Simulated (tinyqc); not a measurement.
# Worked calculation: bandgap voltage reference from two bipolar transistors

tinyqc, about 0.03 s, one thread, Intel Xeon 2.30GHz (shared host): `OMP_NUM_THREADS=1 python tinyqc.py 2062007 2062008 out.jsonl` Printed values are rounded.

Two transistors of area 1 and N carry the same current I. Is(T) = Is (T/T0)^eta exp[(Vg0 q/kB)(1/T0 - 1/T)], VBE1 = Vt ln(I/Is(T)) + I rb, VBE2 = Vt ln(I/(N Is(T))) + I rb/N. The amplifier forces I R1(T) = VBE1 - VBE2 + Vos, with R(T) = R (1 + tc (T - T0)) for both resistors, and the output is Vref = VBE1 + I R2(T). Base currents and the Early effect are neglected.

Inputs (values chosen for the exercise); values of the order met in silicon bipolar transistors: reference temperature T0 = 300 K; band-gap voltage extrapolated to 0 K Vg0 = 1.166 V; temperature exponent of the saturation current eta = 3.2; saturation current of the unit transistor at T0 Is = 2.2e-16 A; area ratio of the second transistor N = 8; resistor across which the difference of VBE falls, at T0 R1 = 7.3 kohm; temperature coefficient of both resistors tc = 1400 ppm/K; offset of the amplifier Vos = 0 mV; series resistance of the unit transistor rb = 17 ohm; output resistor at T0 R2 = 79.88 kohm; temperature T = 398 K.

Constants: q = 1.602176634e-19 C, kB = 1.380649e-23 J/K. Results are converted to the units shown.

## Operating point at the reference temperature

Vt = kB T/q; I = (Vt ln N + Vos)/(R1(T) - rb (1 - 1/N)). Evaluate at T = T0.

Vt = 0.02585200 V
I = 7.379108 uA
Is(T) = 2.2e-16 A
VBE1 = 0.6266757 V
I R2 = 0.5894431 V
Vref = 1.216119 V

## Operating point at another temperature

Vt = kB T/q; I = (Vt ln N + Vos)/(R1(T) - rb (1 - 1/N)).

Vt = 0.03429699 V
I = 8.606406 uA
Is(T) = 3.617604e-11 A
VBE1 = 0.4247300 V
I R2 = 0.7818020 V
Vref = 1.206532 V

From T0 to T, VBE1 changes by -202 mV and I R2 by 192 mV, which leaves -9.59 mV in Vref.

## Resistor for zero slope at T0, ideal case

With tc = 0, Vos = 0 and rb = 0 the current is proportional to T, dVBE/dT = (VBE - Vg0 - (eta - 1) Vt)/T, and Vref has zero slope at T0 when Vref = Vg0 + (eta - 1) Vt0. Find VBE1, its slope, that Vref, R2/R1 and the curvature d2Vref/dT2 = -(eta - 1) kB/(q T0).

VBE1 = 0.6264975 V
dVBE/dT = -1.987923 mV/K
Vref = 1.222874 V
R2/R1 = 11.09379
curvature = -0.6319378 uV/K^2
